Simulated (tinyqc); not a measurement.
Worked calculation: Landau-Devonshire theory of a uniaxial ferroelectric. Computed by tinyqc, a small Python program that keeps every step. Command: `OMP_NUM_THREADS=1 python tinyqc.py 3027216 3027217 out.jsonl ferro walk`. One thread of a shared host (Intel(R) Xeon(R) Processor @ 2.30GHz), about 0.01 s of CPU time with the checks. Intermediate numbers are printed to about 6 digits and carried at full precision; extremes and crossings named in words are read from the listed rows.

G(P) = (alpha/2) P^2 + (beta*/4) P^4 + (gamma/6) P^6 - E P per volume, SI units, one domain, P along the polar axis, which is normal to the film.

Inputs (values chosen for the exercise, modelled on lead titanate):

| quantity | value | unit |
|---|---|---|
| alpha_0 | 724000 | J m/(C^2 K) |
| Curie-Weiss temperature T0 | 752 | K |
| beta | -2.93e+08 | J m^5/C^4 |
| gamma | 1.52e+09 | J m^9/C^6 |
| temperature T | 488 | K |
| misfit strain u_m | -0.0083 | - |
| electrostriction Q12 | -0.026 | m^4/C^2 |
| compliance s11 + s12 | 5.5e-12 | m^2/N |
| applied field E | 2.3 | MV/m |
| film thickness d | 48 | nm |
| screening length lambda | 0.023 | nm |
| background permittivity eps_b | 5 | - |
| gradient coefficient g | 1.4e-11 | J m^3/C^2 |
| series capacitance C_d | 3 | microfarad/cm^2 |
| start of Newton steps P0/Ps | 2 | - |

Sample: epitaxial film.

Constants: eps_0 = 8.8541878128e-12 F/m.

## Coefficients at T

alpha = alpha_0 (T - T0*), with clamping: T0* = T0 + 4 Q12 u_m/(alpha_0 (s11 + s12)), beta* = beta + 4 Q12^2/(s11 + s12).

T0* = 968.775 K

alpha = -3.48081e+08 J m/C^2

beta* = 1.98636e+08 J m^5/C^4

Compression raises T0 by 217 K. beta* > 0: the transition is of second order, although the free crystal has a first-order one.

## Spontaneous polarisation, susceptibility, coercive field

Ps^2 = [-beta* + sqrt(beta*^2 - 4 alpha gamma)]/(2 gamma). chi = 1/(eps_0 G''), G'' = alpha + 3 beta* P^2 + 5 gamma P^4 at Ps. Ps, chi and the coercive field are for perfect screening, without a depolarising field. The intrinsic coercive field is |alpha P + beta* P^3 + gamma P^5| at the P_c where G'' = 0. 1 C/m^2 = 100 microcoulomb/cm^2.

spontaneous polarisation Ps = 64.6251 microcoulomb/cm^2

susceptibility chi = 92.0907

well depth G(Ps) = -45.5703 MJ/m^3

P_c = 42.2335 microcoulomb/cm^2

intrinsic coercive field = 111.620 MV/m

P_c/Ps = 0.654, above the 0.577 of a quartic well, as the sixth-order term matters. Real switching runs by domain nucleation at far lower fields.

## Polarisation in the field by Newton steps

Solve G'(P) = alpha P + beta* P^3 + gamma P^5 - E = 0 by P(new) = P - G'/G'' from P0; stop when the step is below 1e-11 C/m^2 (G' under 1e-6 MV/m is shown as 0).

Newton steps:

| step | P (microcoulomb/cm^2) | G' (MV/m) | G'' (MJ m/C^2) |
|---|---|---|---|
| 1 | 129.250 | 5.45945e+03 | 21857.3 |
| 2 | 104.272 | 1.73360e+03 | 9284.3 |
| 3 | 85.600 | 5.22901e+02 | 4169.0 |
| 4 | 73.057 | 1.37201e+02 | 2135.0 |
| 5 | 66.631 | 2.41615e+01 | 1414.5 |
| 6 | 64.923 | 1.39357e+00 | 1253.3 |
| 7 | 64.812 | 5.61169e-03 | 1243.2 |
| 8 | 64.811 | 0 | 1243.2 |
| 9 | 64.811 | 0 | 1243.2 |

P at the end of the steps = 64.8113 microcoulomb/cm^2

1/(eps_0 G'') there = 90.8473

The linear estimate Ps + eps_0 chi E gives 64.813; the field lowers chi by 1.4 %.

## The 180-degree wall

With the term (g/2) (dP/dx)^2, (g/2) P'^2 = G(P) - G(Ps) across the wall: energy = int_(-Ps)^(Ps) sqrt(2 g [G(P) - G(Ps)]) dP (40 Gauss-Legendre points); width = 2 Ps over the slope at P = 0, sqrt(2 |G(Ps)|/g). Elastic coupling inside the wall is left out.

wall energy = 31.9770 mJ/m^2

wall width = 0.506569 nm

Caution: a wall under 0.8 nm, some two lattice spacings, wide is outside the continuum picture.

## A capacitor with imperfect screening

Between shorted electrodes with screening length lambda each, the depolarising field is -k P, k = 2 lambda/(eps_0 (d + 2 lambda eps_b)), so alpha turns into alpha + k. The polar state is the lowest uniform state while alpha + k < 0 (beta* > 0) or < 3 beta*^2/(16 gamma) (beta* < 0); setting the equality gives the critical thickness d_c.

depolarising coefficient k = 1.07719e+08 J m/C^2

polarisation of the film = 58.1078 microcoulomb/cm^2

size of the depolarising field = 62.5930 MV/m

critical thickness d_c = 14.6955 nm

The film keeps 90 % of Ps.

## Thickness series

Domains are left out, though they can pre-empt both the loss of P and the state at P = 0. The second and third columns are for the shorted capacitor, polar only where it is the lowest uniform state: alpha + k < 0 (beta* > 0) or < 3 beta*^2/(16 gamma) (beta* < 0). The last column is another circuit, the film in series with C_d at P = 0: 1/C = (alpha d)/(1 + alpha eps_0 eps_b) + 1/C_d, and P = 0 is locally stable while 1/C > 0; a dash marks the rest.

Against thickness:

| d (nm) | P (microcoulomb/cm^2) | depolarising field (MV/m) | C of the stack / C_d |
|---|---|---|---|
| 1 | 0.0000 | 0.0000 | 1.01072 |
| 2 | 0.0000 | 0.0000 | 1.02167 |
| 3 | 0.0000 | 0.0000 | 1.03286 |
| 5 | 0.0000 | 0.0000 | 1.05600 |
| 8 | 0.0000 | 0.0000 | 1.09271 |
| 15 | 16.9483 | 57.8143 | 1.18919 |
| 30 | 53.0439 | 91.1605 | 1.46665 |
| 60 | 59.5655 | 51.3796 | 2.74992 |
| 150 | 62.7282 | 21.6928 | - |

The polar state appears between 8 and 15 nm (d_c = 14.7 nm), and at 150 nm P is 97.1 % of Ps. The stack exceeds C_d wherever it is stable, up to 2.75 times: the ferroelectric held at P = 0 acts as a negative capacitance.

Checks made by the program: Ps against a numerical root of G'(P)/P (relative difference below 1e-10).
